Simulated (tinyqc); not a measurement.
The integration grid: Kohn-Sham PBE on finer and finer grids in the 3-21g basis, for H2, spin multiplicity 1. Computed by the program tinyqc with PySCF. Self-consistent on each grid; the net force on the molecule should vanish.

Geometry (angstrom):
```
atom,x,y,z
H,0.0000,0.0000,0.0000
H,0.0000,0.0000,0.8290
```

Kohn-Sham energy on Becke grids (radial x angular points per atom):
```
grid,points,residual of the electron count,E (hartree),E - finest (mhartree),largest net force without grid terms (hartree/bohr)
10 x 14,272,6.65e-03,-1.157741,-3.540714,1.11e-16
15 x 26,768,-2.83e-03,-1.154966,-0.765672,5.25e-18
20 x 50,1984,1.22e-04,-1.154246,-0.045359,1.67e-16
30 x 86,5138,3.77e-05,-1.154215,-0.014609,2.22e-16
50 x 194,19363,-4.98e-08,-1.154201,0.000000,3.62e-17
75 x 302,45242,2.19e-09,-1.154201,0.000000,1.67e-16
120 x 590,141316,-5.30e-13,-1.154201,0.000000,1.11e-16
```

What does the comparison show, and why?

The energy is within 0.1 mhartree of the finest grid first at 20 x 50. The error has one sign here, though quadrature is not variational. The net force vanishes by symmetry here, so only the electron count signals a poor grid.
